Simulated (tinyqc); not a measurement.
Inside a calculation. Method: UHF in the sto-6g basis, for H3, spin multiplicity 2. One step of it, computed by the program tinyqc.

Question. Iteration 1: diagonalisation and new density. Diagonalise F' = X^T F X, C = X C', fill 2 alpha and 1 beta electrons from the bottom; D(s) = C_occ C_occ^T. Each column has its largest component positive (the first on a tie).

F(alpha) (hartree), order 1H 1s, 2H 1s, 3H 1s:
```
[[-0.400473, -0.392581, -0.303922],
 [-0.392581, -0.268926, -0.435681],
 [-0.303922, -0.435681, -0.357418]]
```

F(beta) (hartree), order 1H 1s, 2H 1s, 3H 1s:
```
[[-0.011129, -0.365597, -0.345270],
 [-0.365597, -0.239167, -0.375511],
 [-0.345270, -0.375511, -0.085816]]
```

X, order 1H 1s, 2H 1s, 3H 1s:
```
[[1.103334, -0.176931, -0.176786],
 [-0.176931, 1.103434, -0.177001],
 [-0.176786, -0.177001, 1.103367]]
```

Give: F' = X^T F X; orbital energies; coefficients C; F' = X^T F X; orbital energies; coefficients C; D(alpha) after iteration 1; D(beta) after iteration 1.

Answer.

F' = X^T F X (alpha) (hartree):
```
[[-0.2625, -0.2496, -0.1043],
 [-0.2496, -0.0467, -0.3202],
 [-0.1043, -0.3202, -0.1919]]
```

orbital energies (alpha) (hartree): [-0.6164, -0.1330, 0.2483]

coefficients C (alpha), order 1H 1s, 2H 1s, 3H 1s:
```
[[0.4327, 0.9781, -0.3686],
 [0.4328, -0.1699, 1.0315],
 [0.4327, -0.8082, -0.6630]]
```

F' = X^T F X (beta) (hartree):
```
[[0.2302, -0.2922, -0.2982],
 [-0.2922, -0.0264, -0.2894],
 [-0.2982, -0.2894, 0.1462]]
```

orbital energies (beta) (hartree): [-0.4825, 0.3392, 0.4932]

coefficients C (beta), order 1H 1s, 2H 1s, 3H 1s:
```
[[0.3401, -0.3790, 1.0102],
 [0.5527, 0.9712, -0.1772],
 [0.3958, -0.7346, -0.7640]]
```

D(alpha) after iteration 1, order 1H 1s, 2H 1s, 3H 1s:
```
[[1.1440, 0.0211, -0.6032],
 [0.0211, 0.2162, 0.3246],
 [-0.6032, 0.3246, 0.8404]]
```

D(beta) after iteration 1, order 1H 1s, 2H 1s, 3H 1s:
```
[[0.1157, 0.1880, 0.1346],
 [0.1880, 0.3055, 0.2188],
 [0.1346, 0.2188, 0.1567]]
```
